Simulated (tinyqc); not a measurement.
# MOSFET in the linear regime without short-channel effects, parameter extraction from computed curves, step by step

Computed by the program tinyqc: `OMP_NUM_THREADS=1 python tinyqc.py 2210130 2210131 out.jsonl`, one thread of a shared Intel Xeon 2.30GHz, about 0.01 s for the whole run. Printed values are rounded.

Inversion charge Q = Cox n Vt W0(exp((Vg - VT)/(n Vt))), W0 the Lambert function and n = nf; u = Q/Cox; mobility mu = mu0/(1 + th1 u + th2 u^2); channel resistance Rch = (L - dL)/(W mu Q); Id = Vd/(Rch + Rsd/W). Cox = eps0 eox/tox. Small Vd, no channel-length or drain effects.

Parameters, values chosen for the exercise; channel values of the order met in silicon transistors:
- T = 300 K (temperature)
- eox = 3.9 (relative permittivity of the gate insulator (close to silicon dioxide))
- tox = 5.6 nm (insulator thickness)
- mu0 = 160 cm^2/(V s) (low-field mobility)
- th1 = 0.46 1/V (first mobility attenuation factor)
- th2 = 0 1/V^2 (second mobility attenuation factor)
- VT = 0.63 V (threshold voltage)
- nf = 1.38 (body factor)
- W = 1 um (gate width)
- L = 0.38 um (drawn gate length)
- dL = 0.007 um (drawn less effective length)
- Rsd = 130 ohm um (source plus drain resistance)
- Vd = 0.05 V (drain voltage)

Constants: q = 1.602176634e-19 C, kB = 1.380649e-23 J/K, Vt = kB T/q, eps0 = 8.8541878128e-14 F/cm where lengths are in cm. Results are converted to the units shown.

## Transfer curve

| point | Vg (V) |
|---|---|
| 0 | 0.43 |
| 1 | 0.53 |
| 2 | 0.63 |
| 3 | 0.73 |
| 4 | 0.83 |
| 5 | 0.93 |
| 6 | 1.03 |
| 7 | 1.13 |
| 8 | 1.23 |
| 9 | 1.33 |
| 10 | 1.43 |

u, mu, Rch and Id as defined.

| point | u (V) | mu (cm^2/(V s)) | Rch (ohm) | Id (uA) |
|---|---|---|---|---|
| 0 | 1.30649e-4 | 159.990 | 2.89389e7 | 0.00172777 |
| 1 | 0.00204254 | 159.850 | 1.85268e6 | 0.0269860 |
| 2 | 0.0202333 | 158.525 | 1.88591e5 | 0.264941 |
| 3 | 0.0739806 | 154.734 | 52842.0 | 0.943894 |
| 4 | 0.149002 | 149.737 | 27112.1 | 1.83540 |
| 5 | 0.233045 | 144.509 | 17961.8 | 2.76368 |
| 6 | 0.321559 | 139.383 | 13496.2 | 3.66939 |
| 7 | 0.412660 | 134.474 | 10900.7 | 4.53281 |
| 8 | 0.505426 | 129.818 | 9219.16 | 5.34807 |
| 9 | 0.599346 | 125.421 | 8047.01 | 6.11471 |
| 10 | 0.694109 | 121.277 | 7185.82 | 6.83450 |

## Threshold and mobility at the peak transconductance

gm_i = (Id_(i+1) - Id_(i-1))/(Vg_(i+1) - Vg_(i-1)); at the point j of largest gm the tangent meets the axis at V_ext = Vg_j - Id_j/gm_j; field-effect mobility gm_j L/(W Cox Vd) with the drawn L.

| point | gm (uS) |
|---|---|
| 1 | 1.31607 |
| 2 | 4.58454 |
| 3 | 7.85227 |
| 4 | 9.09894 |
| 5 | 9.16996 |
| 6 | 8.84565 |
| 7 | 8.39342 |
| 8 | 7.90947 |
| 9 | 7.43216 |

j = 5
V_ext = 0.628616 V
field-effect mobility = 113.020 cm^2/(V s)

V_ext is 1.4 mV below the model VT, and the mobility so found is 31 % below mu0 L/(L - dL) = 163 cm^2/(V s), the value for the drawn L; attenuation, series resistance and the slow approach of Q to a straight line all lower the peak gm.

## The Y function

Y_i = Id_i/sqrt(gm_i). For Id = beta Vd x/(1 + th x), x = Vg - VT, Y = sqrt(beta Vd) x whatever th. Slope s from points 6 and 9; VT_Y = Vg - Y/s at point 9; beta = s^2/Vd; mobility beta L/(W Cox) with the drawn L; th* = (beta Vd x/Id - 1)/x at point 9.

| point | Y (uA^0.5 V^0.5) |
|---|---|
| 1 | 0.0235234 |
| 2 | 0.123738 |
| 3 | 0.336842 |
| 4 | 0.608463 |
| 5 | 0.912650 |
| 6 | 1.23375 |
| 7 | 1.56458 |
| 8 | 1.90162 |
| 9 | 2.24294 |

s = 3.36396 uA^0.5 V^-0.5
VT_Y = 0.663243 V
beta = 226.324 uA/V^2
mobility from Y = 139.473 cm^2/(V s)
th* = 0.350860 1/V

The mobility from Y is 14 % below mu0 L/(L - dL) = 163 cm^2/(V s), which it should reach in deep inversion when th2 = 0. th* compares with th1 + mu0 Cox Rsd/(L - dL) = 0.494 1/V, since series resistance enters like th1. The match is poor here: at these overdrives Q is not yet a straight line in Vg.
